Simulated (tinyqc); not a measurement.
Debye-Callaway model of lattice thermal conductivity. Changing the temperature T. Computed by tinyqc, a small Python program. Command: `OMP_NUM_THREADS=1 python tinyqc.py 3017273 3017274 out.jsonl callaway sweep`. One thread of a shared host (Intel(R) Xeon(R) Processor @ 2.30GHz), about 0.03 s of CPU time with the checks.

Three acoustic branches with one velocity v, cut at omega_D = k_B Theta/hbar; x = hbar omega/(k_B T). v and Theta are separate inputs: Theta cuts off the heat-carrying modes, so C need not reach 3 k_B/V. gamma is an effective value that sets the umklapp rate.

Inputs (values chosen for the exercise, modelled on indium phosphide):

| quantity | value | unit |
|---|---|---|
| sound velocity v | 3340 | m/s |
| Debye temperature Theta | 316 | K |
| volume per atom V | 25.3 | angstrom^3 |
| mean atomic mass M | 72.9 | u |
| effective Grueneisen parameter gamma | 1.72 | - |
| umklapp exponent divisor b | 2 | - |
| mass variance Gamma | 1.3e-05 | - |
| Casimir length L | 120 | micrometre |

Sample: crystal. Point defects: isotopes. Normal processes: left out.

Constants: k_B = 1.380649e-23 J/K; hbar = 1.054571817e-34 J s; u = 1.6605390666e-27 kg.

Method:
- Gamma is given directly by the isotope mixture. A = V Gamma/(4 pi v^3).
- Rates: point defects A omega^4; umklapp B omega^2 T exp(-Theta/(b T)) with B = hbar gamma^2/(M v^2 Theta). Boundaries: v/L.
- kappa_1 = c int tau_C g dx, g = x^4 e^x/(e^x - 1)^2, c = (k_B/(2 pi^2 v)) (k_B T/hbar)^3, over 0 < x < min(Theta/T, 40), by 96 Gauss-Legendre points in s with x = x_max s^2; tau_C = tau_R, the inverse of the summed rates, and kappa = kappa_1.
- Heat capacity C = 3 c int g dx / v^2; grey free path 3 kappa/(C v); the median free path v tau_C halves kappa_1 when the quadrature points are ordered by free path (each counted at half its weight, interpolated in the logarithm); likewise at 10 % and 90 %.

One run for each value:

| temperature T (K) | kappa (W/(m K)) | heat capacity C (J/(m^3 K)) | grey free path (nm) | median free path (nm) |
|---|---|---|---|---|
| 5.3 | 64.7 | 4.8871e+02 | 1.1897e+05 | 1.1972e+05 |
| 8.3 | 240.0 | 1.8770e+03 | 1.1486e+05 | 1.1847e+05 |
| 13.0 | 811.9 | 7.2120e+03 | 1.0111e+05 | 1.1328e+05 |
| 20.0 | 2166.6 | 2.6250e+04 | 7.4135e+04 | 9.9278e+04 |
| 32.0 | 3498.8 | 1.0441e+05 | 3.0098e+04 | 5.3462e+04 |
| 50.0 | 1839.8 | 3.1752e+05 | 5.2044e+03 | 9.9336e+03 |
| 78.0 | 695.5 | 6.5855e+05 | 9.4856e+02 | 1.5768e+03 |
| 120.0 | 290.6 | 9.6213e+05 | 2.7125e+02 | 3.9994e+02 |
| 190.0 | 128.6 | 1.1621e+06 | 9.9424e+01 | 1.3735e+02 |
| 300.0 | 63.5 | 1.2583e+06 | 4.5347e+01 | 6.1008e+01 |
| 470.0 | 34.3 | 1.2997e+06 | 2.3737e+01 | 3.1623e+01 |

What does the table show, and why?

Over the rows, kappa (W/(m K)) goes from 64.7 through a maximum among these rows, 3500 at 32.0, to 34.3; heat capacity C (J/(m^3 K)) rises from 489 to 1.30e6 (exponent d ln y / d ln x 3.0 between the first rows and 0.072 between the last); grey free path (nm) falls from 119000 to 23.7 (exponent d ln y / d ln x -0.078 between the first rows and -1.4 between the last). At the low end the exponent of heat capacity C is 3.00, close to 3: the Debye T^3 law. Below the peak the free path saturates and kappa follows C; above it phonon-phonon scattering shortens the free path faster than C grows.

Extremes, crossings and ranges named in words are read from the listed rows.
